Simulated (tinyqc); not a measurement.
Avalanche multiplication and breakdown of a junction from ionisation integrals: one step, computed by the program tinyqc.

Ionisation coefficients follow the local field. Position x runs through the depletion layer from the p side (x = 0), where electrons enter, to the n side (x = w), where holes enter. The built-in voltage is neglected.

Question. Coefficients at the critical field. alpha_n = a_n exp(-(b_n/F)^c), alpha_p = a_p exp(-(b_p/F)^c).

Inputs (values chosen for the exercise, modelled on germanium): electron prefactor a_n = 1.43e+07 1/cm; electron field b_n = 1.55e+06 V/cm; hole prefactor a_p = 1.02e+07 1/cm; hole field b_p = 1.31e+06 V/cm; exponent c = 1.

Junction: p-i-n with uniform field.

critical field F_m = 0.1851793 MV/cm

Give: alpha_n; alpha_p; ratio k = alpha_p/alpha_n; shorter ionisation length.

Answer.

alpha_n = 3313 1/cm

alpha_p = 8636 1/cm

ratio k = alpha_p/alpha_n = 2.607

shorter ionisation length = 1.158 micrometre
